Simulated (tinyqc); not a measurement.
From the diamond lattice to a polar crystal: two-band k.p model of the X valleys of a zinc-blende crystal.

k along the valley axis, counted from X, c = hbar^2/2m0, e = c k^2/ml. H = [[e - D/2, i P k], [-i P k, e + D/2]] with P^2 = D0 c/ml, so E = e -/+ sqrt(D^2/4 + D0 e). For D = 0 (diamond lattice) the bands cross at X.

With x = D/D0: for x < 1 the minima lie at k_m = sqrt(ml D0 (1 - x^2)/(4 c)), the hump at X has the height dE = (D0/4)(1 - x)^2 and the mass at the minimum is ml/(1 - x^2); the mass at X is ml/(1 - 1/x), negative for x < 1. For x > 1 the minimum is at X.

Constants: hbar^2/2m0 = 3.80998211 eV angstrom^2.

Values chosen for the exercise (out of a larger set: of the order of those of cubic SiC; not measured data): D0 = 1.086 eV (coupling energy); ml = 0.416 m0 (mass along the axis from remote bands).

D is varied at fixed D0 and ml.

Results:
```
x     D (eV)  k_m (1/angstrom)  dE (meV)  mass at the minimum
0.00   0.000            0.1722    271.50                0.416
0.30   0.326            0.1642    133.03                0.457
0.60   0.652            0.1377     43.44                0.650
0.80   0.869            0.1033     10.86                1.156
0.90   0.977            0.0750      2.71                2.189
1.10   1.195            0.0000      0.00                4.576
1.30   1.412            0.0000      0.00                1.803
2.00   2.172            0.0000      0.00                0.832
4.00   4.344            0.0000      0.00                0.555
```

At D = 0 the minima lie 0.1722 1/angstrom from X under a cusp of D0/4 = 271 meV, the pattern of silicon. The hump shrinks as (1 - x)^2, faster than k_m, so at x = 0.9 it is only 2.71 meV although k_m is still 44 % of its first value. The mass diverges at x = 1 from both sides (2.19 at 0.9, 4.58 at 1.1), where the band is quartic.

Run: tinyqc, `OMP_NUM_THREADS=1 python tinyqc.py 1880128 1880129 out.jsonl`; Intel(R) Xeon(R) Processor @ 2.30GHz, one thread, shared host; about 0.01 s of CPU time with all checks.
